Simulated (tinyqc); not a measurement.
Undoped gate-all-around wire MOSFET, analytic charge model: two steps of the calculation.

An undoped round wire of radius R under an insulator shell and a surrounding gate; long channel, electrons only, n = ni exp((psi - V)/Vt) with V the quasi-Fermi potential (0 at the source, Vd at the drain), constant mobility, no quantisation. The radial Poisson equation gives n(r) = n(0)/(1 - (1 - b) r^2/R^2)^2 with b = Q0/(Q + Q0). Q is the electron charge per area of the wire surface.

Parameters, values chosen for the exercise; material values close to those of silicon: temperature T = 325 K; band gap Eg = 1.11 eV; relative permittivity of the semiconductor eps_r = 11.7; conduction-band density of states at T Nc = 3.11e19 cm^-3; valence-band density of states at T Nv = 3.02e19 cm^-3; relative permittivity of the gate insulator eox = 24; insulator thickness tox = 10 nm; wire radius R = 4 nm; gate work function less that of the intrinsic body dphi = -0.1 V; gate voltage Vg = 0.89 V.

Constants: q = 1.602176634e-19 C, kB = 1.380649e-23 J/K, Vt = kB T/q, eps0 = 8.8541878128e-14 F/cm where lengths are in cm. Results are converted to the units shown.

Problem 1. Constants of the wire. ni = sqrt(Nc Nv) exp(-Eg/(2 Vt)), Eg in volts; Cox = eps0 eox/(R ln(1 + tox/R)); Q0 = 4 eps0 eps_r Vt/R; V0 = dphi + Vt ln[8 eps0 eps_r Vt/(q ni R^2)].

Wanted: ni; Cox; Q0; V0.

Solution 1.

ni = 7.586e10 cm^-3
Cox = 4.241 uF/cm^2
Q0 = 290.1 nC/cm^2
V0 = 0.4209 V

Problem 2. Charge at the source by Newton steps in y = ln(Q/Q0). With V = 0 and Q = Q0 exp(y): f = Q/Cox + Vt y + Vt ln(1 + Q/Q0) - (Vg - V0); df/dy = Q/Cox + Vt (1 + Q/(Q + Q0)); y(new) = y - f/(df/dy).

y at the start = 1
Cox = 4.2406368 uF/cm^2
Q0 = 290.12880 nC/cm^2
V0 = 0.42085201 V

Wanted: Q; f; df/dy; y after iteration 1.

Solution 2.

Q = 788.65 nC/cm^2
f = -0.21839 V
df/dy = 0.23446 V
y after iteration 1 = 1.9315

Numbers from tinyqc (`OMP_NUM_THREADS=1 python tinyqc.py 2460057 2460058 out.jsonl`; about 0.02 s on one thread of a shared Intel Xeon 2.30GHz).
